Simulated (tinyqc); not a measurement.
# Thin-film transistor with exponential tail and deep states, accumulation layer: effect of the temperature

An undoped film in accumulation, thicker than the space-charge layer. With band bending psi the Fermi level lies E0 - psi below the band edge. Free electrons n = n0 exp(psi/Vt) carry the current; electrons in two exponential distributions of traps, a = a0 exp(psi/Va) and d = d0 exp(psi/Vp), do not. Linear regime, ohmic contacts, traps in equilibrium.

Va = kB Tt/q, Vp = kB Td/q; n0 = Nc exp(-E0/Vt), a0 = Nt th(T/Tt) exp(-E0/Va), d0 = Nd th(T/Td) exp(-E0/Vp), th(x) = pi x/sin(pi x). G(psi) = sum over the three kinds of c0 [V (exp(psi/V) - 1) - psi], field F = sqrt(2 q G/(eps0 eps_r)); Vg = psi + eps0 eps_r F/Ci at the surface. Total charge Q = Ci (Vg - psi_s); free charge Qf = q times the integral of n0 (exp(psi/Vt) - 1)/F over psi from 0 to psi_s; I = (W/L) mb Qf Vd; effective mobility mb Qf/Q. Nc, E0 and mb are held fixed.

Values chosen for this exercise; values close to those of an organic semiconductor:
```
symbol   value        unit                                        meaning
eps_r      3.2                 relative permittivity of the semiconductor
Nc      1.3e20       cm^-3                     density of extended states
mb         2.6  cm^2/(V s)                                  band mobility
Nt      8.6e19       cm^-3                   total density of tail states
Tt         470           K         characteristic temperature of the tail
Nd      2.9e17       cm^-3                   total density of deep states
Td         970           K  characteristic temperature of the deep states
E0        0.41          eV           bulk Fermi level below the band edge
Ci          12     nF/cm^2                               gate capacitance
WL          10                                                  ratio W/L
Vd        0.05           V                                  drain voltage
Vg          24           V                   gate voltage above flat band
```

Constants: q = 1.602176634e-19 C, kB = 1.380649e-23 J/K, Vt = kB T/q, eps0 = 8.8541878128e-14 F/cm where lengths are in cm. Results are converted to the units shown.

Effect of the temperature:
```
T (K)  E0 - psi_s (eV)  Q (nC/cm^2)  free share (%)  effective mobility (cm^2/(V s))  I (nA)
160            0.06460        283.9           1.126                          0.02929   4.157
180            0.06730        283.9           1.844                          0.04795   6.806
200            0.07040        283.9           2.719                          0.07070   10.04
220            0.07390        284.0           3.713                          0.09654   13.71
240            0.07782        284.0           4.782                           0.1243   17.66
260            0.08216        284.1           5.881                           0.1529   21.72
280            0.08696        284.1           6.964                           0.1811   25.72
300            0.09226        284.2           7.983                           0.2075   29.49
```

As T goes from 160 to 300 K, the free share rises from 1.13 to 7.98 %, the distance of the Fermi level from the edge rises from 0.0646 to 0.0923 eV and the current rises from 4.16 to 29.5 nA. The apparent activation energy between the first two rows is 0.0612 eV, against E0 - psi_s = 0.0646 eV there. For T = 260 to 300 K the th form, which assumes a Fermi level far below the edge, overcounts the filled tail at the surface by more than 15 %.

Program tinyqc, `OMP_NUM_THREADS=1 python tinyqc.py 2610026 2610027 out.jsonl`; Intel Xeon 2.30GHz, shared host, one thread, about 0.01 s.
